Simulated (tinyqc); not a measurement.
Reflectance at normal incidence against thickness.

Normal incidence on air, film (n1) and substrate (N2 = n2 - i k2): r01 = (1 - n1)/(1 + n1), r12 = (n1 - N2)/(n1 + N2), amplitude (r01 + r12 X)/(1 + r01 r12 X), X = exp(-4 pi i n1 d/lam), R its squared modulus, phase from 0 to 360 degrees.

Values chosen for this exercise:
- lam = 546.1 nm (wavelength)
- n1 = 2.018 (index of the transparent film)
- n2 = 4.086 (index of the substrate)
- k2 = 0.031 (extinction coefficient of the substrate)

Reflectance at normal incidence against thickness:
```
d (nm)   R (%)  phase of the reflected amplitude (degrees)
0        36.82                                       179.8
18       32.64                                       160.3
35       21.42                                       139.6
52       6.694                                       114.9
70      0.2055                                       267.9
88       10.95                                       237.2
105      25.46                                       213.8
122      34.66                                       194.0
140      36.52                                       174.8
```

R goes from 36.8 through a minimum of 0.205 (at d = 70 nm among the rows listed) to 36.5 %. At a quarter wave, d = 67.7 nm, R = 0.00172 %; for a transparent substrate it would vanish for n1 = sqrt(n2) = 2.02.

Program tinyqc, `OMP_NUM_THREADS=1 python tinyqc.py 2870147 2870148 out.jsonl`; Intel Xeon 2.30GHz, shared host, one thread, about 0.01 s.
